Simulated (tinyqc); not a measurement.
## Diffusion length from constant photovoltage

Problem. In a thick sample with a thin depletion layer the excess density at its edge goes as flux/(1/alpha + L), so the flux needed for a fixed surface photovoltage is proportional to 1/alpha + L. Find L.

photon flux for the same photovoltage at absorption coefficients 84 and 510 1/cm (relative units): 126.84762  27.407843

Solution. The line of flux against 1/alpha meets zero at -L.

slope against 1/alpha = 1.00 1/um
L = 7.80 um

Program tinyqc, `OMP_NUM_THREADS=1 python tinyqc.py 2430159 2430160 out.jsonl`; Intel Xeon 2.30GHz, shared host, one thread, about 0.01 s.
